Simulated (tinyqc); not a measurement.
Bulk resistivity and mean free path from two films.

Inverse problem. In the thick-film limit single-crystal films obey rho = rho0 (1 + 3 (1 - ps) lam/(8 d)). Find rho0, lam and the product rho0 lam.

Values chosen for this exercise:
```
symbol  value  unit                               meaning
ps          0        specular share of surface scattering
```

rho at d = 83 and 320 nm (uohm cm): 1.9938946  1.7688227

Answer. rho is a straight line in 1/d: the intercept is rho0 and the slope (3/8)(1 - ps) rho0 lam. Without ps only the product (1 - ps) lam could be found.

rho0 = 1.69 uohm cm
lam = 39.8 nm
rho0 lam = 67.3 uohm cm nm

Computed by the program tinyqc: `OMP_NUM_THREADS=1 python tinyqc.py 2100057 2100058 out.jsonl`, one thread of a shared Intel Xeon 2.30GHz, about 0.01 s for the whole run.
